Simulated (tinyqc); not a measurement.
Limits of the phonon part: Bloch-Grueneisen resistivity of a metal. Computed by tinyqc, a small Python program. Command: `OMP_NUM_THREADS=1 python tinyqc.py 3009183 3009184 out.jsonl bg walk`. One thread of a shared host (Intel(R) Xeon(R) Processor @ 2.30GHz), about 0.01 s of CPU time with the checks.

Electrons scatter from a Debye spectrum of phonons (n = 5 for scattering within one band, n = 3 for scattering into a second, heavy band) and from static defects.

Inputs (values chosen for the exercise, modelled on nickel):
```
quantity                      value         unit
exponent n                        5            -
Debye temperature Theta         378            K
transport coupling lambda_tr   0.21            -
Drude plasma energy hbar w_p    5.7           eV
residual resistivity rho_0     0.03  microohm cm
```

Addition: none.

Constants: k_B = 1.380649e-23 J/K; hbar = 1.054571817e-34 J s; eps_0 = 8.8541878128e-12 F/m; hbar = 6.582119569e-16 eV s.

Method:
- J_n(y) = int_0^y x^n e^x/(e^x - 1)^2 dx, by 96 Gauss-Legendre points (upper limit at most 60).
- rho_ph = (n - 1) rho_1 (T/Theta)^n J_n(Theta/T), with rho_1 = 2 pi lambda_tr k_B Theta/(hbar eps_0 w_p^2), the high-temperature line at T = Theta.
- Matthiessen's rule: rho = rho_0 + rho_ph.
- Low T: (n - 1) n! zeta(n) rho_1 (T/Theta)^n. High T: rho_1 (T/Theta) [1 - (n - 1)/(12 (n + 1)) (Theta/T)^2].

Resistivities (microohm cm):
```
T (K)      rho_ph   low-T law  straight line  line with correction   total rho
11     1.0215e-04  1.0215e-04          0.286                     -  3.0102e-02
19     1.5704e-03  1.5705e-03          0.494                     -  3.1570e-02
30     1.5206e-02  1.5412e-02          0.780                     -  4.5206e-02
45     9.9283e-02  1.1704e-01          1.171                     -  1.2928e-01
76     6.4234e-01  1.6082e+00          1.977                     -  6.7234e-01
130    2.1889e+00  2.3549e+01          3.382                 1.793  2.2189e+00
190    3.9993e+00  1.5705e+02          4.943                 3.856  4.0293e+00
300    7.1554e+00  1.5412e+03          7.805                 7.116  7.1854e+00
450    1.1260e+01  1.1704e+04         11.707                11.248  1.1290e+01
760    1.9503e+01  1.6082e+05         19.772                19.500  1.9533e+01
```

The low-T law holds to 10 % up to 30 K, the straight line from 300 K on. The local exponent of rho_ph falls from 5.00 to 1.05. Phonons overtake the residual resistivity between 30.0 and 45.0 K.

Extremes, crossings and ranges named in words are read from the listed rows.
